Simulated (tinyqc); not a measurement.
Transmission against field: band-to-band tunnelling across a p-n junction in a two-band chain.

Sites alternate A at -Eg/2 and C at +Eg/2 with hopping -t; near the edges, with k counted from the zone boundary pi/a, E^2 = (Eg/2)^2 + (t a k)^2, so t = sqrt(c Eg/m)/a gives the mass m, c = hbar^2/2m0. In the gap cosh(q a) = 1 + (Eg^2/4 - e^2)/(2 t^2), e the energy from the local mid-gap. The potential is V0 = Eg + ov on the p side (left), 0 on the n side, and falls linearly over the 2N sites of the junction, V_j = V0 (1 - j/(2N + 1)), j = 1 to 2N, site 1 being A. E = Eg/2 + x ov. A half chain that ends on a site of level e1 with neighbour e2 has g = (1 + z)/(E - e1), z = exp(-/+ i k a) the root with Im g < 0, cos(k a) = (E - e1)(E - e2)/(2 t^2) - 1. S_L = t^2 g (ending on C, shifted by V0), S_R = t^2 g (starting on A). T = 4 Im(S_L) Im(S_R) |G_(1,2N)|^2.

Constants: hbar^2/2m0 = 3.80998211 eV angstrom^2.

Values chosen for the exercise (gap and mass near those of GaSb; the results hold for these values, not for the real material): Eg = 0.746 eV (gap); m = 0.0442 m0 (mass of electron and light hole); a = 5 angstrom (period (two sites)); ov = 0.14 eV (overlap: top of the valence band on the p side above the conduction edge on the n side); x = 0.48 (energy above the n-side conduction edge, as a share of ov).

N is varied at fixed V0 and E. WKB: exp(-2 I/F) with I = pi Eg^2/(8 t a), F = V0/((2N + 1) a/2); this is the Landau-Zener result for a uniform field.

Against N:
```
N   F (MV/cm)  exponent  T, chain    T, WKB  ratio
5       3.222     1.692     0.173     0.184  0.940
8       2.085     2.615    0.0942    0.0732  1.288
12      1.418     3.845    0.0344    0.0214  1.607
18      0.958     5.691   0.00619   0.00338  1.832
26      0.669     8.151  0.000546  0.000288  1.892
38      0.460    11.843  1.30e-05  7.19e-06  1.803
55      0.319    17.072  6.16e-08  3.85e-08  1.598
80      0.220    24.762  2.35e-11  1.76e-11  1.334
```

How do the results move, and what explains it?

T falls from 0.173 at 3.22 to 2.35e-11 at 0.22 MV/cm. ln T against 1/F has slope -5.578 MV/cm between the rows N = 38 and 80, against -2I = -5.451. The ratio to WKB stays between 0.94 (N = 5) and 1.89 (N = 26): the exponent decides, and the ratio holds the reflections where the field begins and ends and the lattice correction to q, which scales the exponent and so grows with N.

(tinyqc, `OMP_NUM_THREADS=1 python tinyqc.py 1482613 1482614 out.jsonl`, Intel(R) Xeon(R) Processor @ 2.30GHz, 1 thread, shared host, about 0.01 s.)
